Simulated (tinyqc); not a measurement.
Deep level as a short-range spherical well: one step. The bound level. Three cases, with inputs chosen for the exercise.

Question. Solve for Et; the share outside is [sin^2(kR)/(2 kappa)]/[sin^2(kR)/(2 kappa) + R/2 - sin(2kR)/(4k)].

A spherical well of radius R and depth V0 below the conduction edge, one mass m, c = hbar^2/2m0. The s level at binding Et solves k cot(k R) = -kappa with k = sqrt(m (V0 - Et)/c), kappa = sqrt(m Et/c); it exists for V0 > Vc = c (pi/2R)^2/m. Outside, psi falls as exp(-kappa r)/r.

Constants: hbar^2/2m0 = 3.80998211 eV angstrom^2.

Give: Et; k; kappa; share outside; Vc.

Case 1.

Values chosen (out of a larger set: near those of GaAs; not measured data): R = 3.3 angstrom (radius of the well); V0 = 14.86 eV (depth of the well); m = 0.071 m0 (mass).

Answer.

Et = 0.3189 eV
k = 0.5206 1/angstrom
kappa = 0.0771 1/angstrom
share outside = 0.780
Vc = 12.158 eV

The well is 1.22 times the critical depth. Since dEt/dV0 equals the share inside, 0.22, a 1 % change of V0 moves Et by 10.2 %. The decay length is 13.0 angstrom, 3.9 times R.

Case 2.

Values chosen (out of a larger set: near those of InP; not measured data): R = 2.3 angstrom (radius of the well); V0 = 28.14 eV (depth of the well); m = 0.076 m0 (mass).

Answer.

Et = 0.5203 eV
k = 0.7423 1/angstrom
kappa = 0.1019 1/angstrom
share outside = 0.795
Vc = 23.383 eV

The well is 1.20 times the critical depth. Since dEt/dV0 equals the share inside, 0.20, a 1 % change of V0 moves Et by 11.1 %. The decay length is 9.8 angstrom, 4.3 times R.

Case 3.

Values chosen (out of a larger set: near those of InP; not measured data): R = 3 angstrom (radius of the well); V0 = 15.82 eV (depth of the well); m = 0.078 m0 (mass).

Answer.

Et = 0.2401 eV
k = 0.5648 1/angstrom
kappa = 0.0701 1/angstrom
share outside = 0.814
Vc = 13.391 eV

The well is 1.18 times the critical depth. Since dEt/dV0 equals the share inside, 0.19, a 1 % change of V0 moves Et by 12.3 %. The decay length is 14.3 angstrom, 4.8 times R.

Computed by tinyqc, one run a case: `OMP_NUM_THREADS=1 python tinyqc.py N N+1 out.jsonl` with N = 1252435, 1280019, 1280123; one thread of a shared Intel(R) Xeon(R) Processor @ 2.30GHz, about 0.01 s a run at most.
